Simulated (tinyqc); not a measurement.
MOSFET in saturation, small-signal circuit and noise: one step of the calculation.

Bias by the inversion coefficient IC = I/Ispec (charge-based model with velocity saturation; weak inversion below 0.1, strong above 10). Common-source circuit: gm, gds, Cgs, Cgd and Cj at the inner nodes, Rg in series with the gate; quasi-static, no source or drain resistance, no gate-body capacitance, no substrate network, no induced gate noise, so fmax is an upper estimate.

Problem. Admittance matrix. Inner admittances at w = 2 pi f: y11 = i w (Cgs + Cgd), y12 = -i w Cgd, y21 = gm - i w Cgd, y22 = gds + i w (Cgd + Cd). Invert to Z, add Rg to Z11 and invert back to Y.

Inputs (values chosen for the exercise): signal frequency f = 5 GHz.

gm = 5.4324458 mS
gds = 0.48348767 mS
Cgs = 26.742960 fF
Cgd = 17.6 fF
Cd = 36.8 fF
Rg = 4.5512821 ohm

Give: inner y; Y with Rg.

Solution.

inner y (mS):
```
              1             2
1  0.000+1.393i  0.000-0.553i
2  5.432-0.553i  0.483+1.709i
```

Y with Rg (mS):
```
              1              2
1  0.009+1.393i  -0.004-0.553i
2  5.429-0.587i   0.485+1.723i
```

Program tinyqc, `OMP_NUM_THREADS=1 python tinyqc.py 2150037 2150038 out.jsonl`; Intel Xeon 2.30GHz, shared host, one thread, about 0.01 s.
